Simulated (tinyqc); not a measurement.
Smearing for a one-band metal on the square lattice: one step. Levels on the mesh.

Lattice vectors (units of a): a1 = (1, 0), a2 = (0, 1). E(k) = -t A_1(k) - t2 A_2(k), A_m the sum of cos(k . R) over the 4 nearest and 4 second lattice vectors. Mesh k = sum (j_i/N) b_i, j_i = 0 .. N-1.

Parameters, chosen for this exercise:
```
symbol  value  unit  meaning
t       0.79   eV    nearest hopping
t2      0.07   eV    second hopping
N       4            unshifted mesh
```

Problem. Evaluate the band and collect equal energies with their counts.

Give: Distinct levels.

Solution.

Distinct levels:
```
E_k (eV),points
-3.4400,1
-1.5800,4
0.0000,4
0.2800,2
1.5800,4
2.8800,1
```

6 distinct levels; the mean spacing is 1.264 eV.

tinyqc: `OMP_NUM_THREADS=1 python tinyqc.py 1681969 1681970 out.jsonl`; about 0.08 s, one thread, shared Intel(R) Xeon(R) Processor @ 2.30GHz.
